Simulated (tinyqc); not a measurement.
Electroplating on a thin resistive seed layer: kinetics, Wagner number and the terminal effect across a wafer: one step, computed by the program tinyqc. Command: `OMP_NUM_THREADS=1 python tinyqc.py 3120041 3120042 out.jsonl terminal walk`. One thread of a shared host (Intel(R) Xeon(R) Processor @ 2.30GHz), about 0.02 s of CPU time with the checks.

Current enters the seed at the rim. The bath is treated as a local resistance per area (no lateral flow in the liquid), two electrons per ion, molar volume 7.11 cm^3/mol, Faraday constant F = e N_A, kinematic viscosity 0.01 cm^2/s, omega = 2 pi x rpm/60; k_B T/e is in volts.

Question. Rate, limit and resistances. Growth rate = i V_m/(2 F). Levich limit i_L = 0.62 x 2 F D^(2/3) omega^(1/2) nu^(-1/6) c. Tafel overpotential eta = (k_B T/(alpha e)) ln(i/i_0); kinetic resistance k_B T/(alpha e i); bath resistance h/kappa + plate; R_s = resistivity/t; Wagner number = kinetic resistance x kappa/R.

Inputs (values chosen for the exercise, of the order of those for copper plating from an acid sulfate bath):
```
quantity                               value         unit
wafer radius R                            10           cm
seed thickness t                          27           nm
seed resistivity                          22  microohm cm
bath conductivity kappa                0.051         S/cm
gap to the anode h                       9.8           cm
extra resistance of a porous plate         0     ohm cm^2
exchange current density i_0            0.67      mA/cm^2
cathodic transfer coefficient alpha      0.3            -
mean current density                      26      mA/cm^2
diffusivity of the metal ion         4.1e-06       cm^2/s
metal ion concentration                 0.51        mol/L
rotation rate                            200          rpm
temperature T                            298            K
```

Constants: e = 1.602176634e-19 C; N_A = 6.02214076e+23 1/mol; k_B = 8.617333262e-05 eV/K.

Give: growth rate; limiting current i_L; overpotential; kinetic resistance; bath resistance R_b; sheet resistance R_s; Wagner number.

Answer.

growth rate = 574.8 nm/min

limiting current i_L = 154.1 mA/cm^2

overpotential = 313.2 mV

kinetic resistance = 3.292 ohm cm^2

bath resistance R_b = 192.2 ohm cm^2

sheet resistance R_s = 8.148 ohm/square

Wagner number = 0.01679
